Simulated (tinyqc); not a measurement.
From results back to parameters: plasmons of a degenerate electron gas in the random-phase approximation. Three cases, with inputs chosen for the exercise.

Problem. At small q the plasmon follows E = Ep + B q^2 with B = (3/10)(hbar vF)^2/Ep, hbar vF = 2 c kF/m; n and m are hidden.

Zero temperature, parabolic band: kF = (3 pi^2 n)^(1/3), EF = c kF^2/m, Ep^2 = 8 pi c e2 n/(m eb), qTF^2 = 6 pi e2 n/(eb EF), c = hbar^2/2m0, e2 = e^2/(4 pi eps0), n in 1/angstrom^3 (1e-24 per 1/cm^3).

Constants: hbar^2/2m0 = 3.80998211 eV angstrom^2; e^2/(4 pi eps0) = 14.39964547 eV angstrom.

Find: hbar vF; kF; n; m.

Method. hbar vF = sqrt(B Ep/0.3); Ep^2 = (4 e2/(3 pi eb)) kF^2 hbar vF gives kF, then n and m.

Case 1.

Values chosen (out of a larger set: mass and background constant near those of GaAs; polar phonons, which mix with the plasmon in the real crystal, and the rise of the mass with filling are left out; not measured data): eb = 10.8 (background dielectric constant).

Ep = 57.5638 meV
B = 96.1557 eV angstrom^2

Solution.

hbar vF = 4.295 eV angstrom
kF = 0.03692 1/angstrom
n = 1.70e+18 1/cm^3
m = 0.066 m0

Case 2.

Values chosen (out of a larger set: mass and background constant near those of GaN; polar phonons, which mix with the plasmon in the real crystal, and the rise of the mass with filling are left out; not measured data): eb = 5.42 (background dielectric constant).

Ep = 172.341 meV
B = 20.1591 eV angstrom^2

Solution.

hbar vF = 3.403 eV angstrom
kF = 0.08798 1/angstrom
n = 2.30e+19 1/cm^3
m = 0.197 m0

Case 3.

Values chosen (out of a larger set: a free-electron density near that of Li; not measured data): eb = 1 (background dielectric constant).

Ep = 7.97274 eV
B = 2.68844 eV angstrom^2

Solution.

hbar vF = 8.453 eV angstrom
kF = 1.109 1/angstrom
n = 4.61e+22 1/cm^3
m = 1.000 m0

Computed by tinyqc, one run a case: `OMP_NUM_THREADS=1 python tinyqc.py N N+1 out.jsonl` with N = 1681467, 1681524, 1681588; one thread of a shared Intel(R) Xeon(R) Processor @ 2.30GHz, about 0.01 s a run at most.
